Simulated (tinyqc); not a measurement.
# Hall measurement with a parallel conducting layer

Two layers in parallel, unit Hall factors, low field: 1/Rs = q (ns mu + n2 m2); apparent mobility (ns mu^2 + sg n2 m2^2)/(ns mu + n2 m2); apparent density (ns mu + n2 m2)^2/(ns mu^2 + sg n2 m2^2); a negative value means the sign of the second layer.

Parameters, values chosen for the exercise: sheet density of the layer ns = 9.1e12 cm^-2; drift mobility mu = 730 cm^2/(V s); mobility of the parallel layer m2 = 160 cm^2/(V s); sign of its carriers relative to the first layer sg = -1.

Constants: q = 1.602176634e-19 C. Results are converted to the units shown.

Hall measurement with a parallel conducting layer:

| n2 (cm^-2) | Rs (ohm/square) | apparent density (cm^-2) | apparent mobility (cm^2/(V s)) | share of the conductance in layer 2 (%) |
|---|---|---|---|---|
| 3e10 | 938.9 | 9.115e12 | 729.4 | 0.07220 |
| 1e11 | 937.3 | 9.149e12 | 727.9 | 0.2403 |
| 5e11 | 928.4 | 9.345e12 | 719.4 | 1.190 |
| 2e12 | 896.4 | 1.010e13 | 689.1 | 4.596 |
| 9e12 | 772.2 | 1.414e13 | 571.4 | 17.82 |
| 4e13 | 478.5 | 4.447e13 | 293.3 | 49.07 |
| 2e14 | 161.5 | -5.518e15 | -7.003 | 82.81 |
| 7e14 | 52.61 | -1.077e15 | -110.2 | 94.40 |
| 3e15 | 12.83 | -3.291e15 | -147.9 | 98.63 |

The apparent mobility falls from 729 to -148 cm^2/(V s), between mu = 730 and sg m2 = -160. The Hall signal vanishes at n2 = ns (mu/m2)^2 = 1.89e14 cm^-2, where the apparent density diverges.

Program tinyqc, `OMP_NUM_THREADS=1 python tinyqc.py 2850181 2850182 out.jsonl`; Intel Xeon 2.30GHz, shared host, one thread, about 0.01 s.
